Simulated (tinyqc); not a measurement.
Hydrogen passivation of interface dangling bonds: competing passivation and dissociation with distributed barriers. Changing the anneal time t. Computed by tinyqc, a small Python program. Command: `OMP_NUM_THREADS=1 python tinyqc.py 3024897 3024898 out.jsonl passiv sweep`. One thread of a shared host (Intel(R) Xeon(R) Processor @ 2.30GHz), about 0.07 s of CPU time with the checks.

P_b + H2 gives P_bH + H at the rate k_f [H2]; P_bH gives P_b + H at the rate k_d. All defects start unpassivated. E_f and E_d are Gaussian and independent.

Inputs (values chosen for the exercise, close to those used for P_b centres at the silicon-oxide interface): defect density N0 = 1.4e+12 1/cm^2; passivation prefactor k_f0 = 4.1e-08 cm^3/s; mean passivation barrier E_f = 1.54 eV; spread sigma_f = 0.051 eV; dissociation prefactor k_d0 = 4.4e+12 1/s; mean dissociation barrier E_d = 2.59 eV; spread sigma_d = 0.049 eV; H2 in the oxide per atm, solubility factor = 5.6e+17 1/(cm^3 atm); hydrogen pressure p = 0.1 atm; anneal temperature T = 275 C; oxide thickness = 5.5 nm.

Constants: k_B = 8.617333262e-05 eV/K; e = 1.602176634e-19 C; eps_0 = 8.8541878128e-12 F/m.

Method:
- [H2] = solubility factor x p; a = k_f0 [H2] exp(-E_f/(k_B T)), d = k_d0 exp(-E_d/(k_B T)). For one pair of barriers the active share is y = [d + a exp(-(a + d) t)]/(a + d).
- Temperatures in kelvin are T(C) + 273.15.
- Average y over both Gaussians with 40 x 40 Gauss-Hermite points.
- Active density N0 y; threshold shift if each active defect holds one charge, e N0 y t_ox/(3.9 eps_0).
- Minimise the averaged y over T between 150 and 900 C: find where ln y is equal at T - 0.05 and T + 0.05 C; T is rounded to 0.1 C.

One run for each value:
```
anneal time t (s)  active share y  active share, single barriers  best temperature (C)  least active share
1.00e+00                  0.99997                     9.9998e-01                 675.7          8.3565e-03
1.00e+01                  0.99971                     9.9984e-01                 591.4          2.5903e-03
1.00e+02                  0.99716                     9.9841e-01                 520.9          8.0387e-04
1.00e+03                  0.97268                     9.8421e-01                 461.1          2.5175e-04
1.00e+04                  0.79210                     8.5282e-01                 409.9          7.9809e-05
1.00e+05                  0.27340                     2.0350e-01                 365.6          2.5641e-05
1.00e+06                  0.01218                     5.4702e-07                 326.9          8.3515e-06
```

Over the rows, active share y falls from 1.000 to 0.0122 (exponent d ln y / d ln x -1.1e-4 between the first rows and -1.4 between the last); active share, single barriers falls from 1.000 to 5.47e-7 (exponent d ln y / d ln x -6.2e-5 between the first rows and -5.6 between the last); best temperature (C) falls from 676 to 327 (exponent d ln y / d ln x -0.058 between the first rows and -0.049 between the last). At the low end the exponent of active share y is 0.00, close to 0: little has reacted yet. The spread turns a single exponential into a slower, stretched decay. Longer anneals allow a colder optimum with a lower floor.

Caution (all rows): atomic hydrogen, which both passivates and depassivates, and further passivation during cooling are left out. Caution (rows 100, 1000, 10000, 100000, 1.00e6): a least active share below 1e-3 is a property of the model; measured passivation levels off well above it. Caution (rows 1.00e6): single-barrier shares below about 1e-3 are formal; measured passivation levels off well above them.

Extremes, crossings and ranges named in words are read from the listed rows.
